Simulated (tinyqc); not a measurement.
Sheet resistance and contact resistivity from two gaps.

Problem. A circular structure with r0 >> Lt has R = (Rsh/2 pi) [Lt (1/r0 + 1/r1) + ln(r1/r0)], r1 = r0 + sp, Lt = sqrt(rc/Rsh). Find Rsh, Lt and rc.

Values chosen for this exercise:

| symbol | value | unit | meaning |
|---|---|---|---|
| r0 | 0.64 | um | radius of the inner contact |

R at sp = 0.13 and 0.58 um (ohm): [7.0685139, 16.047583]

Answer. R is linear in Rsh and Rsh Lt, so two gaps give both.

Rsh = 130 ohm/sq
Lt = 0.0548 um
rc = 3.90e-9 ohm cm^2

tinyqc, about 0.01 s, one thread, Intel Xeon 2.30GHz (shared host): `OMP_NUM_THREADS=1 python tinyqc.py 2760021 2760022 out.jsonl`
